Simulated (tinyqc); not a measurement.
Rapid thermal processing of a wafer: radiative balance, ramp and cooling, pattern effects, pyrometer error and spike budget: one step, computed by the program tinyqc. Command: `OMP_NUM_THREADS=1 python tinyqc.py 3113921 3113922 out.jsonl rtp walk`. One thread of a shared host (Intel(R) Xeon(R) Processor @ 2.30GHz), about 0.04 s of CPU time with the checks.

The wafer is opaque and uniform through its thickness unless said otherwise; temperatures in formulas are in kelvin (C + 273.15). sigma = 5.670374419e-12 W/(cm^2 K^4).

Problem. Power to hold and to ramp. Effective emissivity between parallel grey plates: eps_eff = 1/(1/eps + 1/(1 - r) - 1). Loss per area q(T) = 2 eps_eff sigma (T^4 - T_w^4) + h (T - T_w). Absorbed power during a ramp = q(T) + C d x ramp rate; thermal time constant tau = C d/(dq/dT), dq/dT = 8 eps_eff sigma T^3 + h; natural cooling rate q/(C d); front-to-back difference under one-sided heating at the end of the ramp = (absorbed power) d/(2 k).

Inputs (values chosen for the exercise, modelled on a hot silicon wafer):

| quantity | value | unit |
|---|---|---|
| wafer thickness d | 775 | micrometre |
| heat capacity per volume C | 2.25 | J/(cm^3 K) |
| thermal conductivity k | 0.27 | W/(cm K) |
| emissivity eps of each face | 0.61 | - |
| reflectivity of the chamber walls r | 0.36 | - |
| gas heat-transfer coefficient h, both faces together | 1.2 | mW/(cm^2 K) |
| wall temperature T_w | 350 | K |
| process temperature | 819 | C |
| ramp rate | 28 | K/s |

Give: eps_eff; holding power q; power at the end of the ramp; dq/dT; time constant tau; natural cooling rate; front-to-back difference.

Solution.

eps_eff = 0.45416

holding power q = 8.1413 W/cm^2

power at the end of the ramp = 13.024 W/cm^2

dq/dT = 28.039 mW/(cm^2 K)

time constant tau = 6.2191 s

natural cooling rate = 46.688 K/s

front-to-back difference = 1.8692 K

Radiation carries 89 % of the loss. The ramp needs 1.6 times the holding power.
